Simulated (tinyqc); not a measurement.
Current of a Schottky diode by thermionic-emission-diffusion theory, and its read-back from I-V-T and C-V data: one step, computed by the program tinyqc. Command: `OMP_NUM_THREADS=1 python tinyqc.py 3028007 3028008 out.jsonl schottky walk`. One thread of a shared host (Intel(R) Xeon(R) Processor @ 2.30GHz), about 0.01 s of CPU time with the checks.

Full ionisation, no tunnelling, no recombination current. V is the voltage across the junction itself, forward positive.

Task: Current. N_c(T) = N_c (T/300 K)^(3/2); V_bi = phi_0 - (k_B T/e) ln(N_c(T)/N); surface field F = sqrt(2 e N (V_bi - V - k_B T/e)/(eps eps_0)); image lowering d_phi = sqrt(e F/(4 pi eps eps_0)); effective barrier phi = phi_0 - d_phi - sigma^2 (1 - rho V)/(2 k_B T). Collection velocity v_R = A* T^2/(e N_c(T)); diffusion velocity v_D = mu F; J = e N_c(T) v_R/(1 + v_R/v_D) exp(-phi/k_B T) [exp(e V/k_B T) - 1]. Terminal voltage V + J R_s.

Inputs (values chosen for the exercise, modelled on n-type GaAs):
```
quantity,value,unit
Richardson constant A*,8.33,A/(cm^2 K^2)
"effective density of states at 300 K, N_c",4.8e+17,1/cm^3
permittivity eps,12.9,-
mobility mu,4900,cm^2/(V s)
barrier without image force phi_0 (mean),0.78,eV
doping N,3.6e+16,1/cm^3
series resistance R_s,2.6,milliohm cm^2
junction voltage V,0.31,V
temperature T,300,K
standard deviation sigma,90,meV
"relative change of sigma^2 with bias, rho",0.55,1/V
```

Barrier: Gaussian spread of heights.

Constants: k_B = 8.617333262e-05 eV/K; e = 1.602176634e-19 C; eps_0 = 8.8541878128e-12 F/m.

Give: v_R; v_D; current density J; terminal voltage.

Result:

v_R = 9.748e+06 cm/s

v_D = 3.024e+08 cm/s

current density J = 3.886 A/cm^2

terminal voltage = 0.3201 V

v_D/v_R = 31.0: emission over the barrier limits the current.
